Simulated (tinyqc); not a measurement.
# Short-channel transistor, virtual-source model with series resistance: effects of single changes

The current per gate width is the charge at the top of the source barrier (the virtual source) times its velocity times a saturation function; al and be are fitting constants of the model. Units: I in uA/um, Rs in ohm um, so I Rs = 1e-6 I Rs in volts; Q in uC/cm^2, so I = 1e-4 Q vx0 Fsat with vx0 in cm/s.

Parameters, values chosen for the exercise: temperature T = 300 K; inversion capacitance Cinv = 1.78 uF/cm^2; velocity at the virtual source vx0 = 5.65e6 cm/s; apparent mobility mu = 430 cm^2/(V s); channel length L = 130 nm; threshold at zero drain voltage VT0 = 0.448 V; drain-induced barrier lowering dl = 0.171 V/V; subthreshold factor n0 = 1.44; growth of n with drain voltage nd = 0 1/V; threshold shift (in units of Vt) from weak to strong inversion al = 3.5; sharpness of saturation be = 2; series resistance of each contact Rs = 120 ohm um.

Constants: q = 1.602176634e-19 C, kB = 1.380649e-23 J/K, Vt = kB T/q. Results are converted to the units shown.

Each table varies one quantity; the others keep the values above.

## Transfer curves at low and high drain voltage

Intrinsic voltages Vg' = Vgs - I Rs, Vd' = Vds - 2 I Rs. n = n0 + nd Vd', VT = VT0 - dl Vd', Ff = 1/(1 + exp((Vg' - VT + al Vt/2)/(al Vt))), Q = Cinv n Vt ln(1 + exp((Vg' - VT + al Vt Ff)/(n Vt))), Vdsat = (vx0 L/mu)(1 - Ff) + Vt Ff, Fsat = u/(1 + u^be)^(1/be) with u = Vd'/Vdsat, and I = Q vx0 Fsat per width. I is solved self-consistently. Columns for Vds = 0.05 V and 1.2 V; gm = dI/dVgs at 1.2 V.

Transfer curves at low and high drain voltage:
```
Vgs (V)	I, low Vds (uA/um)	I, high Vds (uA/um)	gm (uS/um)
0	0.0026962	0.48483	11.739
0.15	0.12527	11.662	199.73
0.3	3.0235	74.817	623.49
0.45	18.339	184.21	797.15
0.6	40.908	307.80	840.81
0.75	62.249	434.89	851.15
0.9	80.149	562.73	852.82
1.05	94.574	690.62	852.19
1.2	106.21	818.36	850.84
```

Read the table: what changes, and by how much?

At Vds = 1.2 V the current spans 3.2 decades, from 0.485 to 818 uA/um. Between the first two rows the swing is 109 mV a decade, against n Vt ln 10 = 85.7. At Vgs = 0 the higher drain voltage raises the current by a factor of 180, at Vgs = 1.2 V by 7.71. The transconductance goes from 11.7 through a maximum of 853 (at Vgs = 0.9 V among the rows listed) to 851 uS/um; Cinv vx0, its value in strong inversion and saturation without series resistance, is 1010 uS/um.

## Effect of the velocity at the virtual source on the on and off currents

Same model as above.

Ion is I at Vgs = Vds = 1.2 V, Ioff at Vgs = 0, Vds = 1.2 V, and Rlin = Vds/I at Vgs = 1.2 V, Vds = 0.05 V.

Result of one run:
```
vx0 (cm/s)	Ion (uA/um)	Ioff (nA/um)	log10(Ion/Ioff)	Rlin (ohm um)
1.4e7	1564	1197	3.116	468.8
```

What becomes of these results when the velocity at the virtual source vx0 is changed from 1.4e7 to 4e7 cm/s, all else the same?

Result of the changed run:
```
vx0 (cm/s)	Ion (uA/um)	Ioff (nA/um)	log10(Ion/Ioff)	Rlin (ohm um)
4e7	2147	3371	2.804	468.5
```

The whole series:
```
vx0 (cm/s)	Ion (uA/um)	Ioff (nA/um)	log10(Ion/Ioff)	Rlin (ohm um)
5e6	738.1	429.2	3.235	471.4
7.1e6	985.1	608.9	3.209	469.9
1e7	1270	856.5	3.171	469.2
1.4e7	1564	1197	3.116	468.8
2e7	1840	1705	3.033	468.6
2.8e7	2027	2377	2.931	468.5
4e7	2147	3371	2.804	468.5
```

As vx0 goes from 5e6 to 4e7 cm/s, Ion rises from 738 to 2150 uA/um, Ioff rises from 429 to 3370 nA/um and Rlin falls from 471 to 468 ohm um. Ion changes by a factor of 2.91 and Ioff by 7.86. For vx0 = 1.4e7 to 4e7 cm/s the off current passes 1 uA/um, so the device is hardly off at Vgs = 0.

## Effect of the apparent mobility on the on and off currents

Same model as above.

Effect of the apparent mobility on the on and off currents:
```
mu (cm^2/(V s))	Ion (uA/um)	Ioff (nA/um)	log10(Ion/Ioff)	Rlin (ohm um)
50	519.0	480.2	3.034	2171
85	658.9	483.1	3.135	1380
140	748.3	484.1	3.189	935.4
240	797.6	484.6	3.216	648.8
410	817.4	484.8	3.227	481.8
700	824.6	484.9	3.231	383.3
1200	827.2	485.0	3.232	324.6
2000	828.0	485.0	3.232	291.2
```

What does the comparison show?

As mu goes from 50 to 2000 cm^2/(V s), Ion rises from 519 to 828 uA/um, Ioff rises from 480 to 485 nA/um and Rlin falls from 2170 to 291 ohm um. Ion changes by a factor of 1.60 and Ioff by 1.01. Below threshold Vdsat is near Vt, so L and mu hardly reach the off current.

Program tinyqc, `OMP_NUM_THREADS=1 python tinyqc.py 2380124 2380125 out.jsonl`; Intel Xeon 2.30GHz, shared host, one thread, about 0.01 s.
